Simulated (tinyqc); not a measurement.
MOSFET in saturation, small-signal circuit and noise: one step of the calculation.

Bias by the inversion coefficient IC = I/Ispec (charge-based model with velocity saturation; weak inversion below 0.1, strong above 10). Common-source circuit: gm, gds, Cgs, Cgd and Cj at the inner nodes, Rg in series with the gate; quasi-static, no source or drain resistance, no gate-body capacitance, no substrate network, no induced gate noise, so fmax is an upper estimate.

Problem. Current gain and unilateral power gain. |h21| = |Y21/Y11|; U = |Y21 - Y12|^2/(4 [Re Y11 Re Y22 - Re Y12 Re Y21]). Extrapolated at 20 dB a decade: f |h21| and f sqrt(U).

Values chosen for this exercise:

| symbol | value | unit | meaning |
|---|---|---|---|
| f | 0.5 | GHz | signal frequency |

Y with Rg (mS):

|  | 1 | 2 |
|---|---|---|
| 1 | 0.0000588449+0.1353044430i | -0.0000065582-0.0150796419i |
| 2 | 0.7343889127-0.0153990358i | 0.0054352739+0.0490444414i |

Find: |h21|; U; f |h21|; f sqrt(U).

Solution.

|h21| = 5.429
U = 2.625e4
f |h21| = 2.714 GHz
f sqrt(U) = 81.01 GHz

Program tinyqc, `OMP_NUM_THREADS=1 python tinyqc.py 2150118 2150119 out.jsonl`; Intel Xeon 2.30GHz, shared host, one thread, about 0.01 s.
